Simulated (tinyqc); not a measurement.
Inside a calculation. Model: MOS inversion layer, Poisson-Schroedinger loop.

Program tinyqc, `OMP_NUM_THREADS=1 python tinyqc.py 2160010 2160011 out.jsonl`; Intel Xeon 2.30GHz, shared host, one thread, about 0.2 s. Printed values are rounded.

Electrons confined at an insulator interface at z = 0, treated as a hard wall; parabolic valleys, Hartree approximation, no image or exchange terms. The depletion charge lies far deeper than the electrons and gives a uniform field q Nd/(eps0 eps_r); the gate balances all charge. Energies are counted from the band edge at the interface.

Values chosen for this exercise; masses and permittivity close to those of silicon (111): temperature T = 300 K; relative permittivity eps_r = 11.5; mass along z of valley set A (6 valley(s)) mz1 = 0.255 m0; in-plane density-of-states mass of set A md1 = 0.353 m0; sheet density of electrons Ns = 1.9e12 cm^-2; sheet density of depletion charge Nd = 8.8e11 cm^-2; mesh step hz = 0.79 nm; mixing factor a = 0.5.

Constants: q = 1.602176634e-19 C, kB = 1.380649e-23 J/K, hbar = 1.054571817e-34 J s, m0 = 9.1093837015e-31 kg, Vt = kB T/q, eps0 = 8.8541878128e-14 F/cm where lengths are in cm, hbar^2/(2 m0) = 0.0380998212 eV nm^2. Results are converted to the units shown.

## Fixed part of the potential

z, node 1 to 18 (nm): [0.79, 1.58, 2.37, 3.16, 3.95, 4.74, 5.53, 6.32, 7.11, 7.9, 8.69, 9.48, 10.27, 11.06, 11.85, 12.64, 13.43, 14.22]

V0 = q Nd z/(eps0 eps_r) in eV.

fixed potential V0, node 1 to 18 (eV): [0.010939, 0.021878, 0.032817, 0.043756, 0.054694, 0.065633, 0.076572, 0.087511, 0.098450, 0.109389, 0.120328, 0.131267, 0.142206, 0.153145, 0.164083, 0.175022, 0.185961, 0.196900]

## Round 1: levels and probability densities

self-consistent potential U at the start, node 1 to 18 (eV): [0, 0, 0, 0, 0, 0, 0, 0, 0, 0, 0, 0, 0, 0, 0, 0, 0, 0]

Tridiagonal Hamiltonian with psi = 0 one step beyond both ends: H_ii = C (1/m_(i-1/2) + 1/m_(i+1/2))/hz^2 + V0_i + U_i, H_(i,i+1) = -C/(m_(i+1/2) hz^2), C = hbar^2/(2 m0). The lowest 2 level(s) are kept, normalised to hz sum |psi|^2 = 1. The mass is the same on all intervals.

levels (eV): A1 0.071184, A2 0.123990

```
node  |psi|^2 of A1 (1/nm)  |psi|^2 of A2 (1/nm)
1                 0.054944              0.052853
2                 0.167949              0.123364
3                 0.250826              0.104172
4                 0.261706              0.029365
5                 0.215024              0.001403
6                 0.147381              0.055433
7                 0.087141              0.141400
8                 0.045426              0.195491
9                 0.021201              0.194378
10                0.008961              0.154127
11                0.003461              0.102626
12                0.001230              0.059154
13                0.000404              0.030092
14                0.000123              0.013672
15                0.000035              0.005568
16                0.000009              0.002008
17                0.000002              0.000603
18                0.000000              0.000114
```

## Round 1: Fermi level and occupations

Level k holds N_k = D_k Vt ln(1 + exp((EF - E_k)/Vt)) with D = 6 md1 m0 q/(pi hbar^2) per eV (spin included); EF is fixed by sum N_k = Ns.

EF = 0.00456621 eV
N_k (cm^-2): A1 1.67563e12, A2 2.24366e11

## Round 1: density, output potential and mixing

n_i = sum_k N_k |psi_k|^2 (converted to cm^-3). Hartree part by Gauss: on the interval before node i the electrons still beyond are S_i = Ns - hz sum_(j<i) n_j, and U_i = U_(i-1) + q S_i hz/(eps0 eps_r) in eV, U_0 = 0 at the interface. Mixing: U(new) = U + a (U(out) - U).

```
node  n (1e18 cm^-3)  U(out) (eV)  U after round 1 (eV)
1            1.03924     0.023618             0.0118090
2            3.09099     0.046216             0.0231078
3            4.43665     0.065778             0.0328889
4            4.45111     0.080983             0.0404915
5            3.60616     0.091817             0.0459086
6            2.59393     0.099110             0.0495551
7            1.77741     0.103856             0.0519279
8            1.19979     0.106856             0.0534280
9            0.79138     0.108678             0.0543390
10           0.49597     0.109723             0.0548614
11           0.28825     0.110281             0.0551403
12           0.15333     0.110555             0.0552776
13           0.07429     0.110679             0.0553397
14           0.03274     0.110731             0.0553653
15           0.01308     0.110750             0.0553748
16           0.00466     0.110756             0.0553779
17           0.00139     0.110757             0.0553787
18           0.00026     0.110758             0.0553788
```

## Round 2: levels and probability densities

As before.

levels (eV): A1 0.108546, A2 0.170918

```
node  |psi|^2 of A1 (1/nm)  |psi|^2 of A2 (1/nm)
1                 0.088844              0.065571
2                 0.239426              0.125069
3                 0.303212              0.070333
4                 0.263627              0.003625
5                 0.179888              0.027752
6                 0.102878              0.118650
7                 0.051194              0.195485
8                 0.022691              0.212964
9                 0.009100              0.178959
10                0.003338              0.124295
11                0.001129              0.074123
12                0.000355              0.038861
13                0.000104              0.018191
14                0.000028              0.007677
15                0.000007              0.002929
16                0.000002              0.000999
17                0.000000              0.000287
18                0.000000              0.000052
```

## Round 2: Fermi level and occupations

As before.

EF = 0.0429196 eV
N_k (cm^-2): A1 1.73875e12, A2 1.61253e11

## Round 2: density, output potential and mixing

As before.

```
node  n (1e18 cm^-3)  U(out) (eV)  U after round 2 (eV)
1            1.65050    0.0236181             0.0177136
2            4.36469    0.0456153             0.0343616
3            5.38550    0.0633264             0.0481076
4            4.58965    0.0757488             0.0581202
5            3.17255    0.0836642             0.0647864
6            1.98012    0.0884640             0.0690095
7            1.20536    0.0913193             0.0716236
8            0.73795    0.0929910             0.0732095
9            0.44679    0.0939379             0.0741384
10           0.25847    0.0944461             0.0746538
11           0.13916    0.0947005             0.0749204
12           0.06883    0.0948183             0.0750479
13           0.03114    0.0948684             0.0751040
14           0.01287    0.0948880             0.0751266
15           0.00485    0.0948949             0.0751348
16           0.00164    0.0948970             0.0751375
17           0.00047    0.0948976             0.0751381
18           0.00009    0.0948977             0.0751383
```

## Course of the self-consistent loop

Start from U = 0. Stop when the largest |U(out) - U| is below 1e-7 eV, or after 120 rounds.

Course of the iteration:
```
round  level A1 (eV)     EF (eV)  largest |U(out) - U| (eV)
1          0.0711842  0.00456621                      0.111
2           0.108546   0.0429196                     0.0396
3           0.123882   0.0584712                     0.0164
4           0.130761   0.0653958                    7.34e-3
5           0.133954   0.0685945                    3.44e-3
6           0.135467   0.0701041                    1.64e-3
7           0.136193   0.0708269                    7.87e-4
8           0.136544   0.0711765                    3.81e-4
9           0.136715   0.0713468                    1.87e-4
...              ...         ...                        ...
12          0.136861   0.0714911                    2.22e-5
13          0.136871   0.0715011                    1.10e-5
14          0.136876   0.0715060                    5.41e-6
15          0.136878   0.0715084                    2.67e-6
16          0.136879   0.0715096                    1.32e-6
17          0.136880   0.0715102                    6.53e-7
18          0.136880   0.0715105                    3.23e-7
19          0.136880   0.0715106                    1.60e-7
20          0.136880   0.0715107                    7.91e-8
```

Converged in 20 rounds. Towards the end the residual shrinks by a factor of about 0.49 a round.

## Converged levels, occupations and centroid

converged U, node 1 to 18 (eV): [0.0236180, 0.0452156, 0.0618957, 0.0730395, 0.0798426, 0.0838418, 0.0861741, 0.0875214, 0.0882757, 0.0886757, 0.0888732, 0.0889634, 0.0890013, 0.0890159, 0.0890210, 0.0890225, 0.0890229, 0.0890230]

Solve for the levels with V0 + U, find EF, n_i = sum_k N_k |psi_k|^2 (in cm^-3); share of each level N_k/Ns; centroid sum n z/sum n.

levels (eV): A1 0.136880, A2 0.202341
EF = 0.0715107 eV
shares (%): A1 92.3910, A2 7.6090
n, node 1 to 18 (in units of 1e18 cm^-3): [2.05753, 5.00742, 5.63778, 4.42021, 2.85524, 1.69745, 1.00304, 0.60375, 0.36094, 0.20608, 0.10935, 0.05326, 0.02372, 0.00966, 0.00359, 0.00120, 0.00034, 0.00006]
centroid = 2.97773 nm

An 800-node mesh to 24 nm with 8 levels a set gives A1 = 0.1381 eV, EF = 0.07246 eV and a centroid of 3.081 nm; the levels kept above hold 98.6 % of the electrons there. The coarse centroid is 3.3 % below the fine one.

## Closed-form estimates

Triangular well: E_k = a_k (C F^2/mz)^(1/3), a_1 = 2.338107, a_2 = 4.087949, C = hbar^2/(2 m0), F in eV/nm. Fang-Howard (all electrons in the lowest level of set A): b^3 = 6 (mz1/C) q (Nd + 11 Ns/32)/(eps0 eps_r), centroid 3/b, level C b^2/(4 mz1) + (3/b) q (Nd + 11 Ns/16)/(eps0 eps_r). Use F = q (Nd + Ns)/(eps0 eps_r), the surface field, and F = q (Nd + Ns/2)/(eps0 eps_r).

A1 with the surface field = 0.154027 eV
A1 with Nd + Ns/2 = 0.116556 eV
A2 with Nd + Ns/2 = 0.203787 eV
b = 0.989472 1/nm
Fang-Howard centroid = 3.03192 nm
Fang-Howard level = 0.140870 eV

Against the self-consistent A1 = 0.1381 eV on a fine mesh, the surface-field estimate is 12 % above it, the half-charge one 16 % below it and Fang-Howard 2.0 % above it. A1 holds 91.6 % of the electrons, and the Fang-Howard centroid is 1.6 % below the full one.
